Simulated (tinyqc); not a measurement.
Thermal, flicker and telegraph noise of a field-effect transistor: one step, computed by the program tinyqc.

Strong inversion, threshold roll-off and channel-length modulation left out; noise sources are uncorrelated and are given as one-sided spectral densities.

Problem. How many traps? Active traps per decade of time constant: N_dec = N_t k_B T W L lambda ln(10); a single trap at the interface shifts the threshold by e/(W L C_ox) and the current by g_m times that; tunnelling depth for frequency f, z = lambda ln(1/(2 pi f tau_0)), tau_0 = 1e-10 s.

Inputs (values chosen for the exercise, modelled on a silicon n-channel):
```
quantity,value,unit
width W,480,micrometre
length L,2400,nm
oxide trap density N_t,3.5e+17,1/(eV cm^3)
frequency f,90000,Hz
temperature T,300,K
```

Operating region: saturation. Flicker model: Hooge.

tunnelling length lambda = 1.266305 angstrom

C_ox = 1.644349 microfarad/cm^2

g_m = 100343.9 microsiemens

drain current I = 39301.08 microampere

Constants: k_B = 8.617333262e-05 eV/K; e = 1.602176634e-19 C.

Give: traps per decade; threshold step of one trap; current step of one trap; depth probed at f.

Solution.

traps per decade = 3039

threshold step of one trap = 8.458e-06 mV

current step of one trap = 2.159e-06 %

depth probed at f = 1.238 nm

With several traps per decade their Lorentzians merge into 1/f.
